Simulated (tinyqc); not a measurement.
Decay of LO phonons and the hot-phonon bottleneck in the cooling of electrons: one step, computed by the program tinyqc. Command: `OMP_NUM_THREADS=1 python tinyqc.py 3026663 3026664 out.jsonl hotphonon walk`. One thread of a shared host (Intel(R) Xeon(R) Processor @ 2.30GHz), about 0.01 s of CPU time with the checks.

n(E, T) = 1/(exp(E/(k_B T)) - 1) is the Bose occupation. Electrons have a temperature T_e; the LO modes within their reach share one occupation N; the decay products stay at the lattice temperature.

Problem. Spontaneous emission time. Froehlich coupling alpha = (e^2/(4 pi eps_0)) (1/eps_inf - 1/eps_s) k_0/(2 hbar omega), k_0 = sqrt(m* hbar omega/(hbar^2/(2 m_0))); emission time tau_sp = hbar/(2 alpha hbar omega); bottleneck ratio r = (n/N_m) tau/tau_sp.

Inputs (values chosen for the exercise, modelled on silicon carbide):
```
quantity                                             value    unit
LO energy hbar omega                                   120     meV
lattice temperature T                                  500       K
electron mass m*                                      0.36     m_0
eps_inf                                               6.55       -
static dielectric constant eps_s                      9.49       -
electron density n                                 8.1e+17  1/cm^3
density of LO modes that the electrons reach, N_m  4.3e+18  1/cm^3
```

Decay channel: two unequal phonons (Ridley).

phonon lifetime tau = 1.720833 ps

Constants: e^2/(4 pi eps_0) = 14.39964548 eV angstrom; hbar^2/(2 m_0) = 3.80998212 eV angstrom^2; hbar = 6.582119569e-16 eV s.

Give: alpha; emission time tau_sp; bottleneck ratio r.

Solution.

alpha = 0.30218

emission time tau_sp = 9.0760 fs

bottleneck ratio r = 35.716

r compares the rate at which electrons exchange quanta with a mode to its decay rate. Exchange outruns decay, so a hot population builds up if the power is high enough.
